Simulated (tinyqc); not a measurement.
# Fully depleted semiconductor-on-insulator film with two gates, non-linear Poisson equation by Newton steps, step by step

tinyqc, about 0.3 s, one thread, Intel Xeon 2.30GHz (shared host): `OMP_NUM_THREADS=1 python tinyqc.py 2190001 2190002 out.jsonl` Printed values are rounded.

One dimension across the film, front interface at x = 0, back interface at x = ts. psi is counted from the intrinsic level, n = ni exp(psi/Vt) (source grounded), holes neglected, acceptors ionised. Gates act through Cox = eps0 eox/tox and Cbox = 3.9 eps0/tb with potentials G1 = Vg - (phiM - chi - Vt ln(Nc/ni)) and G2 = Vb - (phiB - chi - Vt ln(Nc/ni)). Classical Boltzmann densities, no interface charge, no depletion in the back plane.

Inputs (values chosen for the exercise); band and dielectric values close to those of In0.53Ga0.47As: temperature T = 400 K; band gap Eg = 0.749 eV; relative permittivity eps_r = 14.1; conduction-band density of states at T Nc = 3.29e17 cm^-3; valence-band density of states at T Nv = 1.21e19 cm^-3; electron affinity chi = 4.53 eV; relative permittivity of the gate insulator (close to silicon dioxide) eox = 3.9; insulator thickness tox = 1.5 nm; film thickness ts = 6.6 nm; buried-oxide thickness (eps_r 3.9) tb = 12 nm; acceptor density of the film Na = 1e15 cm^-3; work function of the front gate phiM = 5.19 eV; work function of the back plane phiB = 5.23 eV; back-gate voltage Vb = 1.1 V; front-gate voltage Vg = 0.55 V.

Constants: q = 1.602176634e-19 C, kB = 1.380649e-23 J/K, Vt = kB T/q, eps0 = 8.8541878128e-14 F/cm where lengths are in cm. Results are converted to the units shown.

Range of the model: In so thin a film or at such density quantum confinement moves the charge away from the interfaces and raises the threshold.

## Capacitances and gate potentials

ni = sqrt(Nc Nv) exp(-Eg/(2 Vt)), Eg in volts; Cox, Cbox, G1, G2 as defined; Cs = eps0 eps_r/ts; a = eps0 eps_r/h with h = ts/11; coupling ratio of a depleted film Cs Cbox/(Cox (Cs + Cbox)).

ni = 3.81503e13 cm^-3
Cox = 2.30209 uF/cm^2
Cbox = 0.287761 uF/cm^2
Cs = 1.89158 uF/cm^2
a = 20.8073 uF/cm^2
G1 = 0.202371 V
G2 = 0.712371 V
coupling ratio = 0.108495

## Iteration 1: density, residual and Jacobian diagonal

psi at the start, node 0 to 11 (V): 0.3  0.3  0.3  0.3  0.3  0.3  0.3  0.3  0.3  0.3  0.3  0.3

Nodes 0 to 11, h = ts/11, box widths w = h (h/2 at both ends), a = eps0 eps_r/h. F_i = a (psi_(i+1) - 2 psi_i + psi_(i-1)) - q w_i (n_i + Na); F_0 = a (psi_1 - psi_0) + Cox (G1 - psi_0) - q w_0 (n_0 + Na); F_11 = a (psi_10 - psi_11) + Cbox (G2 - psi_11) - q w_11 (n_11 + Na). Diagonal b_i = -2 a - q w_i n_i/Vt, with -a - Cox and -a - Cbox in place of -2 a at the ends.

```
node   n (cm^-3)  residual F (C/cm^2)  diagonal b (F/cm^2)
0     2.29790e17          -2.25861e-7          -2.31415e-5
1     2.29790e17          -2.21860e-9          -4.16788e-5
2     2.29790e17          -2.21860e-9          -4.16788e-5
3     2.29790e17          -2.21860e-9          -4.16788e-5
4     2.29790e17          -2.21860e-9          -4.16788e-5
5     2.29790e17          -2.21860e-9          -4.16788e-5
6     2.29790e17          -2.21860e-9          -4.16788e-5
7     2.29790e17          -2.21860e-9          -4.16788e-5
8     2.29790e17          -2.21860e-9          -4.16788e-5
9     2.29790e17          -2.21860e-9          -4.16788e-5
10    2.29790e17          -2.21860e-9          -4.16788e-5
11    2.29790e17           1.17555e-7          -2.11271e-5
```

## Iteration 1: Newton step

Solve a d_(i-1) + b_i d_i + a d_(i+1) = -F_i for all nodes. Each component d is damped to sign(d) Vt ln(1 + |d|/Vt) before it is added.

```
node  Newton step d, before damping (V)  psi after iteration 1 (V)
0                            -0.0507145                   0.268814
1                            -0.0455487                   0.270971
2                            -0.0404165                   0.273255
3                            -0.0353023                   0.275694
4                            -0.0301901                   0.278317
5                            -0.0250643                   0.281164
6                            -0.0199090                   0.284286
7                            -0.0147085                   0.287751
8                            -0.0094466                   0.291651
9                            -0.0041072                   0.296120
10                            0.0013262                   0.301301
11                            0.0068703                   0.306265
```

## Iteration 2: density, residual and Jacobian diagonal

As before.

```
node   n (cm^-3)  residual F (C/cm^2)  diagonal b (F/cm^2)
0     9.29839e16          -1.08542e-7          -2.31224e-5
1     9.89868e16           1.71175e-9          -4.16423e-5
2     1.05771e17           2.16654e-9          -4.16442e-5
3     1.13524e17           2.73968e-9          -4.16463e-5
4     1.22499e17           3.47448e-9          -4.16488e-5
5     1.33046e17           4.43606e-9          -4.16518e-5
6     1.45659e17           5.72583e-9          -4.16553e-5
7     1.61063e17           7.50874e-9          -4.16596e-5
8     1.80361e17           1.00676e-8          -4.16650e-5
9     2.05325e17           1.28583e-8          -4.16719e-5
10    2.38631e17          -6.84228e-9          -4.16812e-5
11    2.75591e17           1.22542e-8          -2.11335e-5
```

## Iteration 2: Newton step

As before.

```
node  Newton step d, before damping (V)  psi after iteration 2 (V)
0                            -0.0212310                   0.252272
1                            -0.0183766                   0.256241
2                            -0.0156290                   0.260367
3                            -0.0130076                   0.264658
4                            -0.0105376                   0.269122
5                            -0.0082520                   0.273765
6                            -0.0061942                   0.278589
7                            -0.0044238                   0.283588
8                            -0.0030237                   0.288753
9                            -0.0021148                   0.294067
10                           -0.0018297                   0.299518
11                           -0.0012216                   0.305064
```

## Course of the Newton iteration

Stop when the largest undamped |d| is below 1e-9 V, or after 80 iterations.

Course of the iteration:
```
iteration  largest |F| (C/cm^2)  largest |d| (V)
1                       2.26e-7           0.0507
2                       1.09e-7           0.0212
3                       3.26e-8          4.84e-3
4                       3.10e-9          3.15e-4
5                      2.10e-11          1.44e-6
6                      5.90e-16         3.02e-11
```

Converged in 6 iterations.

## Electron sheet density, centroid and oxide fields

converged psi, node 0 to 11 (V): 0.247427  0.252424  0.257448  0.262504  0.267595  0.272729  0.277911  0.283149  0.288453  0.293833  0.299303  0.304877

n_i = ni exp(psi_i/Vt); N_inv = sum w_i n_i with w = ts/11, halved at the ends; centroid sum w n x/N_inv; fields (G1 - psi_0)/tox and (G2 - psi_11)/tb.

n, node 0 to 11 (cm^-3): 4.99974e16  5.77969e16  6.68657e16  7.74279e16  8.97528e16  1.04166e17  1.21065e17  1.40935e17  1.64379e17  1.92149e17  2.25192e17  2.64718e17
N_inv = 8.38252e10 cm^-2
centroid = 4.19537 nm
field in the front oxide = -0.300379 MV/cm
field in the buried oxide = 0.339578 MV/cm

The centroid lies at 0.64 of the film, so the electrons spread through the volume. A 400-interval mesh gives N_inv = 8.369e10 cm^-2; this mesh is 0.16 % above it.
